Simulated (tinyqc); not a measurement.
Thermionic-field emission through a Schottky barrier, WKB: two steps of the calculation.

Metal on an n-type semiconductor with one parabolic valley; V > 0 is forward bias (metal positive). Energies E are counted from the conduction edge of the neutral semiconductor, whose Fermi level lies at -xi; that of the metal lies at -xi - V. The barrier is a parabola of height Vd = phi - xi - V (depletion approximation, no image force).

Values chosen for this exercise; band and dielectric values close to those of gallium arsenide:
```
symbol   value   unit                             meaning
T          250      K                         temperature
me      0.0666     m0                       electron mass
eps_r     12.7                      relative permittivity
phi       0.43     eV  barrier height seen from the metal
Nd      8.9e18  cm^-3                       donor density
V         0.18      V                                bias
nE          15                  points of the energy grid
Eb        0.57     eV        upper end of the energy grid
```

Constants: q = 1.602176634e-19 C, kB = 1.380649e-23 J/K, hbar = 1.054571817e-34 J s, h = 6.62607015e-34 J s, m0 = 9.1093837015e-31 kg, Vt = kB T/q, eps0 = 8.8541878128e-14 F/cm where lengths are in cm. Results are converted to the units shown.

Question 1. Fermi level, barrier and E00. Nc = 2 (2 pi me m0 kB T/h^2)^1.5 (times 1e-6 for cm^-3); Nd = Nc F12(-xi/Vt), F12(x) = (2/sqrt(pi)) int_0^infinity sqrt(u)/(1 + exp(u - x)) du; E00 = (hbar/2) sqrt(Nd/(me m0 eps0 eps_r)) in SI units (volts). W = sqrt(2 eps0 eps_r Vd/(q Nd)).

Wanted: Nc; xi; Vd; W; E00; E00/Vt.

Answer 1.

Nc = 3.2810e17 cm^-3
xi = -0.23349 eV
Vd = 0.48349 V
W = 8.7324 nm
E00 = 60.226 meV
E00/Vt = 2.7956

By a common rule of thumb, E00/Vt below 0.5 marks thermionic emission, 0.5 to 5 thermionic-field emission and above 5 field emission. By that rule alone: thermionic-field emission; with a high barrier, tunnelling near its top can carry most of the current even below 0.5.

Question 2. Current density on a coarse grid. For E < Vd, ln T(E) = -(Vd/E00) [sqrt(1 - y) - y ln((1 + sqrt(1 - y))/sqrt(y))], y = E/Vd; T(E) = 1 above. J = A* T (q/kB) int_0^infinity T(E) N(E) dE, N = ln[(1 + exp((-xi - E)/Vt))/(1 + exp((-xi - V - E)/Vt))], A* = 4 pi q me m0 kB^2/h^3 (times 1e-4 for A/(cm^2 K^2)). Simpson's rule on nE equally spaced points from 0 to Eb.

xi = -0.23349274 eV
Vd = 0.48349274 V
E00 = 60.225904 meV

Give: E; T(E); N; T(E) N; J.

Answer 2.

```
point   E (eV)       T(E)          N     T(E) N
0      0.00000  3.2620e-4     8.2751  0.0026994
1      0.04071  0.0016745     7.9155   0.013254
2      0.08143  0.0052985     6.8177   0.036123
3      0.12214   0.013820     5.1338   0.070952
4      0.16286   0.031574     3.3095    0.10449
5      0.20357   0.064963     1.6106    0.10463
6      0.24429    0.12223    0.47356   0.057886
7      0.28500    0.21223   0.087577   0.018586
8      0.32571    0.34163   0.013734  0.0046921
9      0.36643    0.51057  0.0020873  0.0010657
10     0.40714    0.70663  3.1564e-4  2.2304e-4
11     0.44786    0.89698  4.7697e-5  4.2783e-5
12     0.48857     1.0000  7.2067e-6  7.2067e-6
13     0.52929     1.0000  1.0889e-6  1.0889e-6
14     0.57000     1.0000  1.6452e-7  1.6452e-7
```

J = 3.9190e5 A/cm^2

The integrand peaks at E = 0.204 eV among these points, 0.42 of the barrier height.

Range of the model: The depletion approximation, a parabolic band and the neglect of image-force lowering make these currents estimates at high doping.

Numbers from tinyqc (`OMP_NUM_THREADS=1 python tinyqc.py 2640026 2640027 out.jsonl`; about 0.02 s on one thread of a shared Intel Xeon 2.30GHz).
